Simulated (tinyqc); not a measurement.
What moves the results: donors with valley-orbit split 1s states. A value that a table varies takes the place of the one given here.

Each donor binds at most one electron, in any of its states. For a site s, W_s = sum over its states of g exp(E/kT), and the ionised share is 1/(1 + W_s exp(eta)), eta = (EF - Ec)/kT; n = Nc F_1/2(eta); neutrality n + NA = ND x (mean ionised share); holes are neglected. Nc from N = 2 (m kB T/(4 pi c))^(3/2) with c = hbar^2/2m0, in 1/angstrom^3; times 1e24 for 1/cm^3, m = md. F_j(eta) = (1/Gamma(j + 1)) integral_0^infinity x^j dx/(1 + exp(x - eta)), which tends to exp(eta) for eta << 0.

Mobility (Caughey-Thomas form): mu = mu0 + (mu1 (T/300)^(-ga) - mu0)/(1 + ((ND + NA)/Nr)^de); rho = 1/(e n mu), e = 1.602176634e-19 C.

Constants: hbar^2/2m0 = 3.80998211 eV angstrom^2; kB = 8.617333262e-05 eV/K.

Parameters, chosen for this exercise (near those of As in Si; not measured data): md = 1.079 m0 (density-of-states mass of the conduction band); E = (54.9, 33.9, 33.3) meV (binding energies of 1s(A1), 1s(T2), 1s(E)); g = (2, 6, 4) (their degeneracies with spin); ND = 3.3e+17 1/cm^3 (donors); NA = 0 1/cm^3 (compensating acceptors, all ionised); T = 250 K; mu0 = 71 cm^2/(V s) (mobility at heavy doping); mu1 = 1444 cm^2/(V s) (mobility at light doping and 300 K); Nr = 1.1e+17 1/cm^3 (reference doping); de = 0.72 (doping exponent); ga = 2.3 (temperature exponent).

## What the excited states change

The last columns keep only the ground state of each site (g = 2).

Results:
```
T (K)  effective degeneracy    eta  n (1/cm^3)  n, ground states only  ratio
40                     2.02  -9.03    1.64e+14               1.65e+14  0.995
60                     2.16  -6.72    3.05e+15               3.17e+15  0.961
80                     2.46  -5.68    1.32e+16               1.46e+16  0.904
110                    3.06  -4.99    4.23e+16               5.15e+16  0.821
150                    3.93  -4.67    9.25e+16               1.22e+17  0.761
200                    4.92  -4.61    1.51e+17               2.01e+17  0.752
250                    5.73  -4.69    1.97e+17               2.53e+17  0.778
300                    6.40  -4.81    2.30e+17               2.82e+17  0.813
400                    7.40  -5.08    2.69e+17               3.08e+17  0.873
500                    8.11  -5.34    2.90e+17               3.18e+17  0.911
```

The effective degeneracy grows from 2.02 to 8.11. Excited states hold electrons back, so the ratio is never above 1; it is lowest, 0.752, at 200 K of those listed, and 0.813 at 300 K. At low T the excited states empty out, and at high T more donors are ionised (n is 88 % of ND - NA in the last row), so the effect is largest in between.

## Ionisation and resistivity against doping

NA = 0.

Results:
```
ND (1/cm^3)  n (1/cm^3)   n/ND  mu (cm^2/(V s))  rho (ohm cm)  rho at full ionisation
1.0e+14        1.00e+14  1.000             2183          28.6                    28.6
1.0e+15        9.97e+14  0.997             2127          2.95                    2.94
1.0e+16        9.68e+15  0.968             1875         0.344                   0.333
3.0e+16        2.74e+16  0.914             1597         0.142                   0.130
1.0e+17        7.87e+16  0.787             1170        0.0677                  0.0533
3.0e+17        1.84e+17  0.613              766        0.0443                  0.0272
1.0e+18        4.13e+17  0.413              431        0.0351                  0.0145
2.0e+18        6.29e+17  0.315              305        0.0325                  0.0102
```

From 1e16 to 1e18 1/cm^3 rho falls by a factor 9.8, not 100: the mobility takes a factor 4.35 and incomplete ionisation 2.35. n/ND is below 0.9 from 1e+17 1/cm^3 on. From a few times 1e18 1/cm^3 on, depending on the dopant, the levels merge with the band, and already below that screening lowers the binding energy, so the last rows understate n.

## Compensation sets the slope of the freeze-out

NA = K ND. The slope energy is -d ln(n T^(-p))/d(1/kT) between 30 and 36 K, with p = 3/4 for K = 0 and p = 3/2 otherwise.

Results:
```
K       n(30 K) (1/cm^3)  n(36 K) (1/cm^3)  slope energy (meV)
0               9.37e+12          6.29e+13               27.42
0.0010          2.65e+11          1.16e+13               54.32
0.010           2.63e+10          1.19e+12               54.83
0.050           5.05e+09          2.28e+11               54.84
0.20            1.06e+09          4.80e+10               54.84
0.50            2.66e+08          1.20e+10               54.84
```

Without acceptors the slope is 27.42 meV, against half the ground-state energy, 27.45; with K = 0.05 it is 54.84 meV, against the full 54.9. The full energy (less a few meV where excited levels lie within a few kT) shows where n is far below NA, since the acceptors then hold EF near the donor level: n(36 K)/NA is 0.035 for K = 0.001 and 1.4e-05 for K = 0.05.

## What moves the carrier density

All results formed anew. Each row changes one parameter from the base and keeps the others.

Results:
```
case                           eta  n (1/cm^3)  rho (ohm cm)
base                        -4.685   1.969e+17       0.04320
E = (59.9, 33.9, 33.3) meV  -4.711   1.919e+17       0.04431
md = 1.187 m0               -4.788   2.050e+17       0.04149
ND = 6.6e+17 1/cm^3         -4.210   3.161e+17       0.03728
NA = 3.3e+16 1/cm^3         -4.811   1.737e+17       0.05111
T = 280 K                   -4.754   2.178e+17       0.04969
Nr = 2.2e+17 1/cm^3         -4.685   1.969e+17       0.03237
```

The largest shifts from the base row, up to three for each result and ties (the steps differ in size, so this ranks the rows, not the parameters). eta: ND +0.475, NA -0.126, md -0.103; unchanged at the printed digits by Nr. n (1/cm^3): ND +1.19e+17, NA -2.32e+16, T +2.09e+16; unchanged at the printed digits by Nr. rho (ohm cm): Nr -0.0108, NA +0.00791, T +0.00649.

tinyqc: `OMP_NUM_THREADS=1 python tinyqc.py 1650960 1650961 out.jsonl`; about 0.01 s, one thread, shared Intel(R) Xeon(R) Processor @ 2.30GHz.
